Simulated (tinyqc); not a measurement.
Inside a calculation: carbon nanotube by zone folding. Values are carried at full precision from step to step, so a last printed digit may differ when a step is redone from the rounded ones.

Circumference C = n a1 + m a2, a = sqrt3 acc; d = a sqrt(n^2 + nm + m^2)/pi; tan(theta) = sqrt3 m/(2n + m); dR = gcd(2n + m, 2m + n); T = t1 a1 + t2 a2 with t1 = (2m + n)/dR, t2 = -(2n + m)/dR, |T| = sqrt3 pi d/dR; N = 2 (n^2 + nm + m^2)/dR hexagons a cell. On cutting line mu = 0 to N - 1 at x = k|T|/(2 pi) the phases are p1 = 2 pi (-t2 mu + m x)/N, p2 = 2 pi (t1 mu - n x)/N, and E = -/+ t |1 + exp(i p1) + exp(i p2)|.

Constants: hbar^2/2m0 = 3.80998211 eV angstrom^2.

Parameters, chosen for this exercise (near those used for carbon; not measured data): n = 10 (chiral index); m = 5 (chiral index); acc = 1.44 angstrom (bond length); t = 2.81 eV (hopping); mu = 46 (cutting line); x = 0.43 (position on the line).

## Geometry

Form d, theta, dR, t1, t2, N and |T|, and (n - m) mod 3.

d = 10.502 angstrom
theta = 19.11 degrees

dR, t1, t2, N: 5  4  -5  70

|T| = 11.430 angstrom
(n - m) mod 3 = 2

The nearest line misses K by a third of the spacing 2/d: semiconducting in zone folding; chiral, 140 atoms a cell.

## One point of one line

Form the phases and the energy.

p1, p2 (rad): 20.83774  16.12983

E of the upper band = 1.6758 eV

## Band edges

The three lowest distinct minima of E along the lines, doubled (the transition between mirror bands), against the cone: 2 t acc j/d with j = 1, 2, 4 for semiconducting and 0, 3, 3 for metallic tubes.

Transitions (eV):
```
order  zone folding    cone
1            0.7780  0.7706
2            1.4888  1.5411
3            3.0821  3.0822
```

Trigonal warping puts the first transition +1.0 % and the second -3.4 % from the cone; the two lines lie on opposite sides of K, where the contours bend oppositely. Measured optical lines also hold self-energy and exciton terms.

## Mass at the first band edge

Cone estimate: E^2 = (Eg/2)^2 + (hbar v k)^2, hbar v = 3 t acc/2, Eg = 2 t acc/d, so m/m0 = c Eg/(hbar v)^2, c = hbar^2/2m0.

hbar v = 6.0696 eV angstrom
Eg = 0.7706 eV
mass = 0.0797 m0

Computed by tinyqc, a small Python program: `OMP_NUM_THREADS=1 python tinyqc.py 1452487 1452488 out.jsonl` (the numbers bound the seed that draws the inputs); one thread of a shared host (Intel(R) Xeon(R) Processor @ 2.30GHz), about 0.02 s for the whole set of steps.
